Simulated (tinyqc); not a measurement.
## Line constants from open and short measurements

Inverse problem. A uniform line of length len, under a quarter wavelength, has Z_open = Zc coth(gamma len) and Z_short = Zc tanh(gamma len); gamma Zc = r + i w l and gamma/Zc = g + i w c, w = 2 pi f. Find r, l and c.

Parameters, values chosen for the exercise:
```
symbol  value  unit    meaning
len       6.4    mm     length
f         3.4   GHz  frequency
```

Zin with the far end open = 24.060688-45.650297i ohm
Zin with the far end shorted = 88.660043+8.034524i ohm

Solution. The product of the two impedances is Zc^2 and their ratio tanh^2(gamma len); the principal branch holds below a quarter wavelength.

r = 10.3 ohm/mm
l = 0.312 nH/mm
c = 125 pF/m

Numbers from tinyqc (`OMP_NUM_THREADS=1 python tinyqc.py 2810190 2810191 out.jsonl`; about 0.01 s on one thread of a shared Intel Xeon 2.30GHz).
